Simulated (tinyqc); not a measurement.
Speed against selectivity over temperature: anisotropic wet etching of Si(100): plane rates, V-grooves, membranes and undercut. Computed by tinyqc, a small Python program. Command: `OMP_NUM_THREADS=1 python tinyqc.py 3029558 3029559 out.jsonl wetetch walk`. One thread of a shared host (Intel(R) Xeon(R) Processor @ 2.30GHz), about 0.01 s of CPU time with the checks.

A long slot opens the mask on a (100) wafer. The floor etches at R100; (111) walls stand at theta = arctan(sqrt2) = 54.7356 degrees to the surface and recede at R111 along their normal.

Inputs (values chosen for the exercise, close to those used for tetramethylammonium hydroxide solutions): prefactor k0 of the (100) rate = 7.8e+08 um/min; activation energy of (100), E = 0.625 eV; ratio (100)/(111) at 80 C = 27; extra energy of (111), dE = 0.11 eV; ratio (100)/oxide at 80 C = 2600; extra energy of the oxide, dE_ox = 0.25 eV; misalignment of the mask = 0.5 degrees; wafer thickness d = 675 um; membrane thickness wanted = 15 um.

Constants: k_B = 8.617333262e-05 eV/K.

Method:
- R100 = k0 exp(-E/(k_B T)); a ratio given at 80 C scales as exp[(extra energy/k_B)(1/T - 1/353.15 K)]; R111 and R_ox follow by division.
- Temperatures in kelvin are T(C) + 273.15.
- Each row etches to the depth d - membrane; undercut per side = (R111/sin(theta) + R100 sin(misalignment)) x time.

Etching to a fixed depth:
```
T (C)  R100 (um/min)  R100/R111  time (h)  undercut (um)  oxide consumed (nm)
30            0.0317     49.009    346.53         22.253                65.48
40            0.0681     42.843    161.41         24.627                88.89
50            0.1395     37.766     78.83         27.163               118.40
60            0.2737     33.543     40.19         29.858               155.02
70            0.5162     29.999     21.31         32.705               199.80
80            0.9392     27.000     11.71         35.698               253.85
90            1.6534     24.442      6.65         38.831               318.28
100           2.8237     22.245      3.90         42.098               394.27
```

What does the comparison show, and why?

From 30 to 100 C the time falls by a factor 89.0, while the oxide loss grows by 6.02 and the undercut by 1.89: the slower planes and the mask have the higher activation energies, so heat costs selectivity. Misalignment gives 5.76 um of the undercut at any T.
